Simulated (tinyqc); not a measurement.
Grain-boundary diffusion: Harrison regimes, Fisher and Le Claire analysis, Hart average: one step, computed by the program tinyqc.

A boundary is a slab of width delta with diffusivity D_b, normal to a surface held at constant concentration; it leaks into grains of diffusivity D.

Task: Diffusivities. D = D0 exp(-E/(k_B T)), D_b = D0b exp(-E_b/(k_B T)). Triple product P = s delta D_b.

Inputs (values chosen for the exercise, for a model polycrystal):
```
quantity                          value   unit
lattice prefactor D0            7.7e-06  m^2/s
lattice activation energy E        2.44     eV
boundary prefactor D0b          5.7e-06  m^2/s
boundary activation energy E_b     1.35     eV
boundary width delta               0.49     nm
segregation factor s                  3      -
temperature T                       858      K
```

Constants: k_B = 8.617333262e-05 eV/K.

Give: D; D_b; triple product P.

Result:

D = 3.583e-20 m^2/s

D_b = 6.701e-14 m^2/s

triple product P = 9.851e-23 m^3/s
